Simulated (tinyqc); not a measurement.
Electromigration in a confined line: Blech product, Korhonen stress evolution and Black's law: one step, computed by the program tinyqc.

The electron wind pushes atoms from the cathode (x = 0) to the anode (x = L); blocking ends build a back stress (tension positive). The input rho is taken not to change with temperature. d sigma/dt = d/dx [kappa (d sigma/dx + G)], with zero flux at both ends and sigma = 0 at t = 0.

Question. Steady state and Blech product. At steady state sigma(x) = G (L/2 - x). A void forms only if the cathode stress reaches sigma_c, that is if j L exceeds (j L)_c = 2 Omega (sigma_c)/(Z* e rho). Time scale tau = L^2/kappa.

Inputs (values chosen for the exercise, close to those used for aluminium lines):

| quantity | value | unit |
|---|---|---|
| resistivity rho | 2.89 | micro-ohm cm |
| atomic volume Omega | 16.6 | angstrom^3 |
| effective charge number Z* | 7.5 | - |
| critical stress sigma_c | 380 | MPa |
| current density j | 1.3 | MA/cm^2 |
| line length L | 11 | um |
| test temperature T | 210 | C |

Start: stress-free.

stress gradient G = 27.19598 MPa/um

kappa = 2.992390e-13 m^2/s

Constants: e = 1.602176634e-19 C.

Give: steady cathode stress; j L; critical product (j L)_c; tau.

Answer.

steady cathode stress = 149.6 MPa

j L = 1430 A/cm

critical product (j L)_c = 3633 A/cm

tau = 0.1123 h

j L is 0.394 times the critical product: the back stress stops the flux first, and the line is immortal in this model.
